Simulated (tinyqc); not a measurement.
Inside a calculation. Method: power iteration on a symmetric matrix. One step of it, computed by the program tinyqc.

Question. Step 1. w = (A - shift) v; v' = w/|w| with its largest component positive (the first on a tie); lambda = v'^T A v'.

A, lower triangle:
```
           1         2          3          4         5
1   0.150000
2  -0.141000  1.237000
3   0.091000  0.109000   2.793000
4  -0.303000  0.263000   0.295000   3.278000
5   0.067000  0.709000  -0.323000  -0.287000  3.677000
```

vector v at the start: 0.447214  0.447214  0.447214  0.447214  0.447214

shift = 1.640000

Give: vector after step 1; Rayleigh quotient after step 1.

Answer.

vector after step 1: -0.4997  0.1511  0.3728  0.4519  0.6199

Rayleigh quotient after step 1 = 2.5892
